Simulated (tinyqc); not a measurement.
Two-step dopant diffusion (predeposition and drive-in) with a constant diffusivity: one step, computed by the program tinyqc. Command: `OMP_NUM_THREADS=1 python tinyqc.py 3025440 3025441 out.jsonl dopdiff walk`. One thread of a shared host (Intel(R) Xeon(R) Processor @ 2.30GHz), about 0.05 s of CPU time with the checks.

Fick diffusion into a half space x > 0 whose background doping C_B is of the opposite type, so that a junction lies where C = C_B.

Question. Exact junction depth. Exact two-step profile: C = (2 C_s/pi) int_0^alpha exp(-beta (1 + u^2))/(1 + u^2) du with alpha = sqrt(D1 t1/(Dt)2), beta = x^2/(4 (D1 t1 + (Dt)2)). The integral takes 48 Gauss-Legendre points; solve C(x) = C_B.

Inputs (values chosen for the exercise, modelled on antimony in silicon): surface concentration C_s = 2.7e+19 1/cm^3; background doping C_B = 3.3e+16 1/cm^3; predeposition temperature T1 = 875 C; drive-in temperature T2 = 1075 C; stand-by temperature = 750 C.

product D1 t1 = 3.947615e-14 cm^2

drive-in budget (Dt)2 = 3.512684e-11 cm^2

Give: exact junction depth.

Answer.

exact junction depth = 0.2005 um
